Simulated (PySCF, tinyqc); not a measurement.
CIS on RHF in the sto-3g basis, for H6, spin multiplicity 1, step by step. The lowest restricted solution is unstable here: a spin-polarised one lies 0.0001 hartree lower (PySCF). One step of it, computed by the program tinyqc.

Task: Integrals over molecular orbitals. (pq|rs) = sum C_ip C_jq C_kr C_ls (ij|kl), one index at a time.

coefficients C:
```
            MO1        MO2        MO3        MO4        MO5        MO6
1H 1s  0.185980   0.368533   0.431418   0.583348  -0.659399   0.426214
2H 1s  0.284203   0.417386   0.278163  -0.338305   0.781381  -0.725241
3H 1s  0.382020   0.119958  -0.431066  -0.552273  -0.281959   0.938874
4H 1s  0.382020  -0.119958  -0.431066   0.552273  -0.281959  -0.938874
5H 1s  0.284203  -0.417386   0.278163   0.338305   0.781381   0.725241
6H 1s  0.185980  -0.368533   0.431418  -0.583348  -0.659399  -0.426214
```

core Hamiltonian H = T + V (hartree), lower triangle:
```
           1H 1s      2H 1s      3H 1s      4H 1s      5H 1s      6H 1s
1H 1s  -1.580929
2H 1s  -1.004098  -1.922929
3H 1s  -0.200046  -0.936434  -2.048886
4H 1s  -0.028212  -0.210032  -1.131864  -2.048886
5H 1s  -0.001749  -0.021714  -0.210032  -0.936434  -1.922929
6H 1s  -0.000087  -0.001749  -0.028212  -0.200046  -1.004098  -1.580929
```

Two-electron integrals (ij|kl) in chemists' order, unique and non-zero (hartree):
```
(11|11) 0.774606   (21|11) 0.291215   (21|21) 0.141984   (22|11) 0.465207
(22|21) 0.291215   (22|22) 0.774606   (31|11) 0.037090   (31|21) 0.020261
(31|22) 0.048263   (31|31) 0.003493   (32|11) 0.131323   (32|21) 0.083673
(32|22) 0.237887   (32|31) 0.017307   (32|32) 0.099334   (33|11) 0.239083
(33|21) 0.148448   (33|22) 0.426258   (33|31) 0.037090   (33|32) 0.237887
(33|33) 0.774606   (41|11) 0.003546   (41|21) 0.002084   (41|22) 0.005371
(41|31) 0.000405   (41|32) 0.002190   (41|33) 0.005371   (41|41) 0.000051
(42|11) 0.021427   (42|21) 0.013274   (42|22) 0.037090   (42|31) 0.002921
(42|32) 0.017307   (42|33) 0.048263   (42|41) 0.000405   (42|42) 0.003493
(43|11) 0.092362   (43|21) 0.054612   (43|22) 0.148448   (43|31) 0.013274
(43|32) 0.083673   (43|33) 0.291215   (43|41) 0.002084   (43|42) 0.020261
(43|43) 0.141984   (44|11) 0.162821   (44|21) 0.092362   (44|22) 0.239083
(44|31) 0.021427   (44|32) 0.131323   (44|33) 0.465207   (44|41) 0.003546
(44|42) 0.037090   (44|43) 0.291215   (44|44) 0.774606   (51|11) 0.000141
(51|21) 0.000085   (51|22) 0.000232   (51|31) 0.000019   (51|32) 0.000111
(51|33) 0.000317   (51|41) 2.65e-06   (51|42) 0.000023   (51|43) 0.000134
(51|44) 0.000245   (51|51) 1.53e-07   (52|11) 0.001582   (52|21) 0.000940
(52|22) 0.002550   (52|31) 0.000216   (52|32) 0.001309   (52|33) 0.004051
(52|41) 0.000032   (52|42) 0.000298   (52|43) 0.001936   (52|44) 0.004051
(52|51) 2.00e-06   (52|52) 0.000028   (53|11) 0.013595   (53|21) 0.007743
(53|22) 0.020156   (53|31) 0.001793   (53|32) 0.010919   (53|33) 0.037090
(53|41) 0.000283   (53|42) 0.002796   (53|43) 0.020261   (53|44) 0.048263
(53|51) 0.000019   (53|52) 0.000298   (53|53) 0.003493   (54|11) 0.055769
(54|21) 0.030732   (54|22) 0.076815   (54|31) 0.006763   (54|32) 0.039680
(54|33) 0.131323   (54|41) 0.001075   (54|42) 0.010919   (54|43) 0.083673
(54|44) 0.237887   (54|51) 0.000075   (54|52) 0.001309   (54|53) 0.017307
(54|54) 0.099334   (55|11) 0.119723   (55|21) 0.064436   (55|22) 0.156560
(55|31) 0.013595   (55|32) 0.076815   (55|33) 0.239083   (55|41) 0.002071
(55|42) 0.020156   (55|43) 0.148448   (55|44) 0.426258   (55|51) 0.000141
(55|52) 0.002550   (55|53) 0.037090   (55|54) 0.237887   (55|55) 0.774606
(61|11) 4.85e-06   (61|21) 2.85e-06   (61|22) 0.000008   (61|31) 6.60e-07
(61|32) 4.01e-06   (61|33) 0.000013   (61|41) 1.00e-07   (61|42) 9.36e-07
(61|43) 0.000006   (61|44) 0.000013   (61|51) 6.30e-09   (61|52) 9.00e-08
(61|53) 9.36e-07   (61|54) 4.01e-06   (61|55) 0.000008   (62|11) 0.000096
(62|21) 0.000054   (62|22) 0.000141   (62|31) 0.000012   (62|32) 0.000075
(62|33) 0.000245   (62|41) 1.94e-06   (62|42) 0.000019   (62|43) 0.000134
(62|44) 0.000317   (62|51) 1.28e-07   (62|52) 2.00e-06   (62|53) 0.000023
(62|54) 0.000111   (62|55) 0.000232   (62|61) 6.30e-09   (62|62) 1.53e-07
(63|11) 0.001488   (63|21) 0.000824   (63|22) 0.002071   (63|31) 0.000183
(63|32) 0.001075   (63|33) 0.003546   (63|41) 0.000029   (63|42) 0.000283
(63|43) 0.002084   (63|44) 0.005371   (63|51) 1.94e-06   (63|52) 0.000032
(63|53) 0.000405   (63|54) 0.002190   (63|55) 0.005371   (63|61) 1.00e-07
(63|62) 2.65e-06   (63|63) 0.000051   (64|11) 0.010267   (64|21) 0.005556
(64|22) 0.013595   (64|31) 0.001185   (64|32) 0.006763   (64|33) 0.021427
(64|41) 0.000183   (64|42) 0.001793   (64|43) 0.013274   (64|44) 0.037090
(64|51) 0.000012   (64|52) 0.000216   (64|53) 0.002921   (64|54) 0.017307
(64|55) 0.048263   (64|61) 6.60e-07   (64|62) 0.000019   (64|63) 0.000405
(64|64) 0.003493   (65|11) 0.050803   (65|21) 0.026959   (65|22) 0.064436
(65|31) 0.005556   (65|32) 0.030732   (65|33) 0.092362   (65|41) 0.000824
(65|42) 0.007743   (65|43) 0.054612   (65|44) 0.148448   (65|51) 0.000054
(65|52) 0.000940   (65|53) 0.013274   (65|54) 0.083673   (65|55) 0.291215
(65|61) 2.85e-06   (65|62) 0.000085   (65|63) 0.002084   (65|64) 0.020261
(65|65) 0.141984   (66|11) 0.096919   (66|21) 0.050803   (66|22) 0.119723
(66|31) 0.010267   (66|32) 0.055769   (66|33) 0.162821   (66|41) 0.001488
(66|42) 0.013595   (66|43) 0.092362   (66|44) 0.239083   (66|51) 0.000096
(66|52) 0.001582   (66|53) 0.021427   (66|54) 0.131323   (66|55) 0.465207
(66|61) 4.85e-06   (66|62) 0.000141   (66|63) 0.003546   (66|64) 0.037090
(66|65) 0.291215   (66|66) 0.774606
```

Give: one-electron integrals over orbitals h = C^T H C; Two-electron integrals over orbitals.

Result:

one-electron integrals over orbitals h = C^T H C (hartree), lower triangle:
```
         1        2        3        4        5        6
1  -2.1273
2   0.0000  -1.9108
3   0.1343   0.0000  -1.8347
4   0.0000   0.1803   0.0000  -1.6007
5  -0.0678   0.0000  -0.1502   0.0000  -1.3416
6   0.0000   0.0476   0.0000   0.1414   0.0000  -1.2483
```

Two-electron integrals over orbitals (pq|rs), unique and non-zero (hartree):
```
(11|11) 0.4027     (21|21) 0.1279     (22|11) 0.3203     (22|22) 0.3647
(31|11) -0.0778    (31|22) 0.0414     (31|31) 0.1129     (32|21) 0.1091
(32|32) 0.1306     (33|11) 0.3567     (33|22) 0.3288     (33|31) -0.0303
(33|33) 0.3580     (41|21) -0.0444    (41|32) 0.0117     (41|41) 0.0819
(42|11) -0.0675    (42|22) -0.0031    (42|31) 0.0560     (42|33) -0.0075
(42|42) 0.0802     (43|21) 0.0729     (43|32) 0.0716     (43|41) -0.0130
(43|43) 0.0930     (44|11) 0.3595     (44|22) 0.3307     (44|31) -0.0294
(44|33) 0.3512     (44|42) -0.0166    (44|44) 0.3643     (51|11) 0.0072
(51|22) 0.0323     (51|31) 0.0284     (51|33) -0.0145    (51|42) -0.0344
(51|44) -0.0064    (51|51) 0.0524     (52|21) 0.0337     (52|32) -0.0026
(52|41) -0.0547    (52|43) -0.0390    (52|52) 0.0894     (53|11) 0.0723
(53|22) 0.0066     (53|31) -0.0587    (53|33) 0.0184     (53|42) -0.0759
(53|44) 0.0147     (53|51) 0.0290     (53|53) 0.0810     (54|21) -0.1108
(54|32) -0.1253    (54|41) -0.0036    (54|43) -0.0731    (54|52) 4.30e-04
(54|54) 0.1339     (55|11) 0.3349     (55|22) 0.3705     (55|31) 0.0328
(55|33) 0.3410     (55|42) -0.0075    (55|44) 0.3484     (55|51) 0.0317
(55|53) 0.0098     (55|55) 0.3934     (61|21) 0.0014     (61|32) -0.0205
(61|41) -0.0299    (61|43) 0.0478     (61|52) -0.0344    (61|54) 0.0181
(61|61) 0.0698     (62|11) -0.0101    (62|22) -0.0346    (62|31) -0.0267
(62|33) 0.0067     (62|42) 0.0308     (62|44) 0.0087     (62|51) -0.0486
(62|53) -0.0327    (62|55) -0.0342    (62|62) 0.0506     (63|21) -0.0460
(63|32) 0.0048     (63|41) 0.0777     (63|43) -0.0146    (63|52) -0.0548
(63|54) -0.0057    (63|61) -0.0289    (63|63) 0.0824     (64|11) -0.0803
(64|22) 0.0350     (64|31) 0.1093     (64|33) -0.0322    (64|42) 0.0582
(64|44) -0.0332    (64|51) 0.0259     (64|53) -0.0604    (64|55) 0.0358
(64|62) -0.0262    (64|64) 0.1180     (65|21) -0.1313    (65|32) -0.1141
(65|41) 0.0455     (65|43) -0.0776    (65|52) -0.0351    (65|54) 0.1195
(65|61) -0.0021    (65|63) 0.0505     (65|65) 0.1472     (66|11) 0.4277
(66|22) 0.3412     (66|31) -0.0832    (66|33) 0.3816     (66|42) -0.0737
(66|44) 0.3892     (66|51) 0.0083     (66|53) 0.0805     (66|55) 0.3652
(66|62) -0.0119    (66|64) -0.0914    (66|66) 0.4771
```
